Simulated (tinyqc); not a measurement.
Range and order of the fit: effective mass of the heavy-hole band from tabulated energies.

c = hbar^2/2m0. A uniform scatter of up to 0.1 meV has been added to mimic numerical noise.
Constants: hbar^2/2m0 = 3.80998211 eV angstrom^2.

Energies along [110], from the band edge downward:

| k (1/angstrom) | E (meV) |
|---|---|
| 0.000000 | 0.00000 |
| 0.011000 | 0.44880 |
| 0.022000 | 2.04730 |
| 0.033000 | 4.37680 |
| 0.044000 | 7.66710 |
| 0.055000 | 11.58250 |
| 0.066000 | 16.17730 |
| 0.077000 | 20.99980 |
| 0.088000 | 26.18970 |

reference mass (curvature of the model at k = 0.0001 1/angstrom) = 0.912129 m0

Least-squares fits of E = a k^2 (+ b k^4 + d k^6) over points 1 to n, and the line y = c k^2/E against E; errors of m against the reference.

Results:

| n | E at point n (meV) | one term (%) | two terms (%) | three terms (%) | line (%) | rms residual, one term (meV) |
|---|---|---|---|---|---|---|
| 3 | 4.4 | 3.13 | -2.75 | 21.87 | 9.43 | 0.059 |
| 4 | 7.7 | 4.81 | 0.32 | -3.19 | 6.82 | 0.069 |
| 5 | 11.6 | 7.50 | 0.05 | 0.08 | 5.22 | 0.141 |
| 6 | 16.2 | 10.28 | 0.91 | -0.60 | 4.28 | 0.238 |
| 7 | 21.0 | 14.08 | 0.58 | 0.83 | 3.37 | 0.443 |
| 8 | 26.2 | 18.30 | 1.16 | 0.07 | 2.61 | 0.696 |

What does the comparison show?

The error of the parabola goes from +3.13 to +18.30 % as the range widens, and at n = 8 its residual, 0.70 meV, is only 2.7 % of the top energy: a small residual does not vouch for the mass. Over the full range (n = 8) the best form is three terms (0.07 %); the line errs by +9.43 % at n = 3 and +2.61 % at n = 8. Many terms on few points amplify the scatter: three terms err by +21.9 % at n = 3 but by +0.1 % at n = 8.

Computed by tinyqc, a small Python program: `OMP_NUM_THREADS=1 python tinyqc.py 1850807 1850808 out.jsonl` (the numbers bound the seed that draws the inputs); one thread of a shared host (Intel(R) Xeon(R) Processor @ 2.30GHz), about 0.01 s for the whole set of steps.
